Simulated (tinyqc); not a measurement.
Which single mass stands for the valley: donor in an ellipsoidal valley (Kohn-Luttinger variational method). Computed by tinyqc, a small Python program. Command: `OMP_NUM_THREADS=1 python tinyqc.py 3022187 3022188 out.jsonl kohnlutt walk`. One thread of a shared host (Intel(R) Xeon(R) Processor @ 2.30GHz), about 0.04 s of CPU time with the checks.

H = -(d^2/dx^2 + d^2/dy^2) - gamma d^2/dz^2 - 2/r in units built on m_t, with gamma = m_t/m_l and z along the valley axis. One valley; no valley-orbit or central-cell term.

Inputs (values chosen for the exercise, modelled on germanium): transverse mass m_t = 0.0793 m_0; longitudinal mass m_l = 1.54 m_0; dielectric constant eps = 15.2.

Constants: Ry = 13.605693123 eV; a_0 = 0.529177210903 angstrom.

Method:
- Ry* = Ry m_t/eps^2, a* = a_0 eps/m_t, gamma = m_t/m_l.
- Trial function exp(-sqrt((x^2 + y^2)/a^2 + z^2/b^2)) with beta = b/a < 1: E = t/a^2 - u/a, t = (2 + gamma/beta^2)/3, u = 2 arcsin(sqrt(1 - beta^2))/sqrt(1 - beta^2); the best a is 2 t/u and E(beta) = -u^2/(4 t).
- Golden-section search on beta from 0.05 to 0.999, 60 steps.
- Gaussian basis: g = P exp(-al (x^2 + y^2) - be z^2) with P = 1 (s-like), z (2p0) or x (2p+-); al = 0.004 x 2.6^k, k = 0..11, and be/al = 1, gamma^(-1/2) or 1/gamma (36 functions); 1/r = (2/sqrt(pi)) int exp(-t^2 r^2) dt by 48 Gauss-Legendre points after t = sqrt(al_i + al_j) tan(theta); overlap eigenvalues below 1e-10 are dropped.
- A hydrogenic level is Ry m/eps^2 for one mass m; errors are against the Gaussian basis.

gamma = 0.0514935

1s binding energy, Gaussian basis = 9.76290 meV

1s binding energy, trial function = 9.70989 meV

1s binding energy:
```
rule,mass (m_0),binding (meV),error (%)
transverse mass,0.0793,4.670,-52.17
conductivity mass 3/(2/m_t + 1/m_l),0.1160,6.829,-30.05
density-of-states mass (m_t^2 m_l)^(1/3),0.2132,12.552,28.57
longitudinal mass,1.5400,90.689,828.91
trial function with a and b,-,9.710,-0.54
mass that fits 1s,0.1658,9.763,0.00
```

What follows from these numbers?

The conductivity mass, which is what a spherical trial function (a = b) gives, falls short by 30.1 %, as a restricted variational bound must; the density-of-states mass is off by +28.6 %. The mass that fits lies between the two.

Extremes, crossings and ranges named in words are read from the listed rows.
